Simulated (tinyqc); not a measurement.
## A and C from the efficiency peak

Question. ABC model of an LED: J = q da (A n + Ba n^2 + Ca n^3), IQE = Ba n^2/(A n + Ba n^2 + Ca n^3), differential lifetime 1/(A + 2 Ba n + 3 Ca n^2). The peak lies at n = sqrt(A/Ca). Given Ba, find n at the peak, A and Ca.

Inputs (values chosen for the exercise):
```
symbol  value    unit                                    meaning
Ba      4e-10  cm^3/s  radiative coefficient of the active layer
da         97      nm              thickness of the active layer
```

Constants: q = 1.602176634e-19 C. Results are converted to the units shown.

peak IQE = 99.520131 %
J at the peak = 671.65806 A/cm^2

Solution. IQE J = q da Ba n^2 gives n. At the peak A n = Ca n^3, each being half of the non-radiative rate Ba n^2 (1/IQE - 1).

n at the peak = 1.04e18 cm^-3
A = 1.00e6 1/s
Ca = 9.30e-31 cm^6/s

Numbers from tinyqc (`OMP_NUM_THREADS=1 python tinyqc.py 2300139 2300140 out.jsonl`; about 0.01 s on one thread of a shared Intel Xeon 2.30GHz).
